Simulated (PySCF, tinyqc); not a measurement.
A ladder of methods, and size consistency: correlation methods against full CI in the sto-3g basis, for H4, spin multiplicity 1. Computed by the program tinyqc with PySCF. All electrons correlated; +Q is the Davidson correction (1 - c0^2) E_corr. The last columns treat two copies 100 angstrom apart as one system. FCI is the lowest singlet.

Geometry (angstrom):

| atom | x | y | z |
|---|---|---|---|
| H | 0.0000 | 0.0000 | 0.0000 |
| H | 0.0000 | 0.0000 | 1.0480 |
| H | 0.0000 | 1.4610 | 0.0000 |
| H | 0.0000 | 1.4610 | 1.0480 |

RHF energy of one = -2.004321 hartree

Correlation energies (hartree):

| method | E_corr of one | share of FCI (%) | E_corr of two at 100 angstrom | two minus twice one (mhartree) |
|---|---|---|---|---|
| MP2 | -0.051396 | 57.6286 | -0.102793 | 0.0000 |
| CISD | -0.085874 | 96.2865 | -0.159490 | 12.2577 |
| CISD+Q | -0.093013 | 104.2912 | -0.180663 | 5.3626 |
| CCSD | -0.089176 | 99.9892 | -0.178352 | 0.0000 |
| CCSD(T) | -0.089176 | 99.9892 | -0.178352 | 0.0000 |
| FCI | -0.089186 | 100.0000 | - | - |

What does the comparison show, and why?

MP2 recovers 58 %, CISD 96.3 % and CCSD 100.0 % of the FCI value (c0^2 = 0.917 in CISD). MP2 and coupled cluster are size consistent, so their last column vanishes; CISD loses 12.26 mhartree, since a double excitation on each copy is a quadruple of the pair, and the Davidson correction leaves +5.36. The restricted reference is unstable here: a spin-polarised solution lies 0.0034 hartree lower (PySCF), so results built on it describe a poor reference.
